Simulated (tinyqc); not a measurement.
Transmission against field: band-to-band tunnelling across a p-n junction in a two-band chain.

Sites alternate A at -Eg/2 and C at +Eg/2 with hopping -t; near the edges, with k counted from the zone boundary pi/a, E^2 = (Eg/2)^2 + (t a k)^2, so t = sqrt(c Eg/m)/a gives the mass m, c = hbar^2/2m0. In the gap cosh(q a) = 1 + (Eg^2/4 - e^2)/(2 t^2), e the energy from the local mid-gap. The potential is V0 = Eg + ov on the p side (left), 0 on the n side, and falls linearly over the 2N sites of the junction, V_j = V0 (1 - j/(2N + 1)), j = 1 to 2N, site 1 being A. E = Eg/2 + x ov. A half chain that ends on a site of level e1 with neighbour e2 has g = (1 + z)/(E - e1), z = exp(-/+ i k a) the root with Im g < 0, cos(k a) = (E - e1)(E - e2)/(2 t^2) - 1. S_L = t^2 g (ending on C, shifted by V0), S_R = t^2 g (starting on A). T = 4 Im(S_L) Im(S_R) |G_(1,2N)|^2.

Constants: hbar^2/2m0 = 3.80998211 eV angstrom^2.

Values chosen for the exercise (gap and mass near those of InSb; shifted at random, so the results belong to these values and not to a real crystal):
- Eg = 0.175 eV (gap)
- m = 0.0141 m0 (mass of electron and light hole)
- a = 6 angstrom (period (two sites))
- ov = 0.38 eV (overlap: top of the valence band on the p side above the conduction edge on the n side)
- x = 0.25 (energy above the n-side conduction edge, as a share of ov)

N is varied at fixed V0 and E. WKB: exp(-2 I/F) with I = pi Eg^2/(8 t a), F = V0/((2N + 1) a/2); this is the Landau-Zener result for a uniform field.

Against N:

| N | F (MV/cm) | exponent | T, chain | T, WKB | ratio |
|---|---|---|---|---|---|
| 5 | 1.682 | 0.208 | 0.808 | 0.812 | 0.995 |
| 8 | 1.088 | 0.321 | 0.749 | 0.725 | 1.032 |
| 12 | 0.740 | 0.473 | 0.658 | 0.623 | 1.056 |
| 18 | 0.500 | 0.700 | 0.534 | 0.497 | 1.075 |
| 38 | 0.240 | 1.456 | 0.261 | 0.233 | 1.119 |
| 55 | 0.167 | 2.099 | 0.128 | 0.123 | 1.046 |
| 80 | 0.115 | 3.044 | 0.0466 | 0.0476 | 0.979 |

Give the missing row, N = 26, F (MV/cm) = 0.349.

Computed row:
```
N   F (MV/cm)  exponent  T, chain  T, WKB  ratio
26      0.349     1.002     0.407   0.367  1.108
```

T falls from 0.808 at 1.68 to 0.0466 at 0.11 MV/cm. ln T against 1/F has slope -0.379 MV/cm between the rows N = 38 and 80, against -2I = -0.350. The ratio to WKB stays between 0.98 (N = 80) and 1.12 (N = 38): the exponent decides, and the ratio holds the reflections where the field begins and ends and the lattice correction to q, which scales the exponent and so grows with N.

(tinyqc, `OMP_NUM_THREADS=1 python tinyqc.py 1482883 1482884 out.jsonl`, Intel(R) Xeon(R) Processor @ 2.30GHz, 1 thread, shared host, about 0.01 s.)
